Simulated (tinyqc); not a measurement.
## Charge imbalance from the loss of breakdown voltage

Inverse problem. In a superjunction of pillar doping N and length Lp an imbalance dl lowers BV by q |dl| N Lp^2/(4 eps0 eps_r), as long as the field reaches through the pillar. Find |dl| and the net dose error |dl| N wp.

Values chosen for this exercise:
- eps_r = 11.4 (relative permittivity of the semiconductor)
- wp = 4 um (width of each pillar)

Constants: q = 1.602176634e-19 C, eps0 = 8.8541878128e-14 F/cm where lengths are in cm. Results are converted to the units shown.

BV balanced and BV measured (V): 400  377.39546
N = 5.1975316e15 cm^-3
Lp = 15.964916 um

Answer. The loss is linear in |dl|; its sign cannot be told from BV.

|dl| = 4.300 %
dose error = 8.940e10 cm^-2

Program tinyqc, `OMP_NUM_THREADS=1 python tinyqc.py 2590147 2590148 out.jsonl`; Intel Xeon 2.30GHz, shared host, one thread, about 0.01 s.
